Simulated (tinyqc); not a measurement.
# Gate-all-around wire with two subbands, quantum capacitance, step by step

Computed by the program tinyqc: `OMP_NUM_THREADS=1 python tinyqc.py 2200068 2200069 out.jsonl`, one thread of a shared Intel Xeon 2.30GHz, about 0.01 s for the whole run. Printed values are rounded.

phi is the Fermi level above the lowest subband edge, in volts; Vg is counted from the gate voltage at which an empty wire would have phi = 0. Both directions of motion are filled (equilibrium).

Parameters, values chosen for the exercise:
```
symbol,value,unit,meaning
T,150,K,temperature
eox,8.96,,relative permittivity of the gate insulator (close to aluminium oxide)
tox,22,nm,insulator thickness
md,0.028,m0,mass along the wire
gv,4,,valley degeneracy
E2,0.11,eV,second subband above the first
g2,1,,orbital degeneracy of the second subband
rw,4.9,nm,radius of the wire
Vg,1.18,V,gate voltage
```

Constants: q = 1.602176634e-19 C, kB = 1.380649e-23 J/K, hbar = 1.054571817e-34 J s, m0 = 9.1093837015e-31 kg, Vt = kB T/q, eps0 = 8.8541878128e-14 F/cm where lengths are in cm. Results are converted to the units shown.

## Gate capacitance

Cox = 2 pi eps0 eox/ln(1 + tox/rw) per length.

Cox = 2.927182 pF/cm

## Starting value

phi = 0.01 V.

phi at the start = 0.01 V

## Iteration 1: new phi

N1 = gv sqrt(2 md m0 kB T/(pi hbar^2)); n1 = N1 F(phi/Vt), n2 = g2 N1 F((phi - E2)/Vt), n = n1 + n2, F(e) = (1/sqrt(pi)) int_0^infinity u^(-1/2) du/(1 + exp(u - e)); Cq = q dn/dphi = (q N1/Vt) [F'(phi/Vt) + g2 F'((phi - E2)/Vt)]. Newton: f = phi + q (n)/Cox - Vg, phi(new) = phi - f/(1 + (Cq)/Cox).

n1 = 2.038178e6 cm^-1
n2 = 960.1708 cm^-1
Cq = 12.02531 pF/cm
f = -1.058389 V
phi after iteration 1 = 0.2171960 V

## Iteration 2: new phi

As before.

n1 = 1.015875e7 cm^-1
n2 = 7.100993e6 cm^-1
Cq = 9.227717 pF/cm
f = -0.01810182 V
phi after iteration 2 = 0.2215553 V

## Course of the iteration

Stop when the step is below 1e-10 V, or after 40 iterations.

Course of the iteration:
```
iteration  phi before the step (V)  step (V)
1                             0.01     0.207
2                        0.2171960   4.36e-3
3                        0.2215553   2.86e-5
4                        0.2215840   1.19e-9
5                        0.2215840   < 1e-13
```

Converged in 5 iterations.

## Charge and capacitances at the solution

converged phi = 0.2215840 V

N1 = gv sqrt(2 md m0 kB T/(pi hbar^2)); n1 = N1 F(phi/Vt), n2 = g2 N1 F((phi - E2)/Vt), n = n1 + n2, F(e) = (1/sqrt(pi)) int_0^infinity u^(-1/2) du/(1 + exp(u - e)); Cq = q dn/dphi = (q N1/Vt) [F'(phi/Vt) + g2 F'((phi - E2)/Vt)]. 1/C_G = 1/Cox + 1/(Cq); dphi/dVg = Cox/(Cox + Cq).

n = 1.751029e7 cm^-1
Cq = 9.070721 pF/cm
C_G = 2.213024 pF/cm
dphi/dVg = 0.2439745

Cq is 3.10 times Cox, so C_G is 75.6 % of Cox; 18.8 % of the gate voltage has gone into phi.
